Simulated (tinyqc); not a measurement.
Punch-through p+-n junction, ionisation integral and breakdown: one step of the calculation.

A p+ layer at x < 0 and an n drift layer from x = 0 to L on an n+ substrate. Depletion approximation, built-in voltage neglected. Local ionisation coefficients alpha_n = an exp(-(bn/E)^mx), alpha_p = ap exp(-(bp/E)^mx). Electrons move towards +x, holes towards x = 0.

Task. Field and ionisation coefficients on a grid. W = sqrt(2 eps0 eps_r V/(q N)), peak field E0 = q N W/(eps0 eps_r), falling linearly to 0 at W; if W > L the layer is punched through: W = L, E0 = V/L + q N L/(2 eps0 eps_r), falling linearly to E1 = V/L - q N L/(2 eps0 eps_r). Grid: 10 equal steps from 0 to fr W.

Parameters, values chosen for the exercise; material values close to those of 4H silicon carbide: relative permittivity eps_r = 9.63; prefactor of the electron ionisation coefficient an = 1.77e8 1/cm; field constant for electrons bn = 3.47e7 V/cm; prefactor of the hole ionisation coefficient ap = 3.5e8 1/cm; field constant for holes bp = 2.38e7 V/cm; exponent mx = 1; donor density of the drift layer N = 5.4e15 cm^-3; thickness of the drift layer L = 16 um; reverse voltage V = 2330 V; share of the depleted width that the grid covers fr = 1.

Constants: q = 1.602176634e-19 C, eps0 = 8.8541878128e-14 F/cm where lengths are in cm. Results are converted to the units shown.

Wanted: W; x; E; alpha_n; alpha_p.

Result.

W = 16.000 um

```
point,x (um),E (kV/cm),alpha_n (1/cm),alpha_p (1/cm)
0,0.000,2268.0,40.117,9697.2
1,1.600,2105.6,12.331,4317.8
2,3.200,1943.3,3.1124,1679.4
3,4.800,1780.9,0.61119,549.92
4,6.400,1618.6,0.086584,143.94
5,8.000,1456.2,0.0079335,27.941
6,9.600,1293.9,3.9903e-4,3.5947
7,11.200,1131.6,8.5108e-6,0.25676
8,12.800,969.20,5.0016e-8,0.0075758
9,14.400,806.85,3.7195e-11,5.4147e-5
10,16.000,644.51,7.3399e-16,3.2111e-8
```

tinyqc, about 0.1 s, one thread, Intel Xeon 2.30GHz (shared host): `OMP_NUM_THREADS=1 python tinyqc.py 2120116 2120117 out.jsonl`
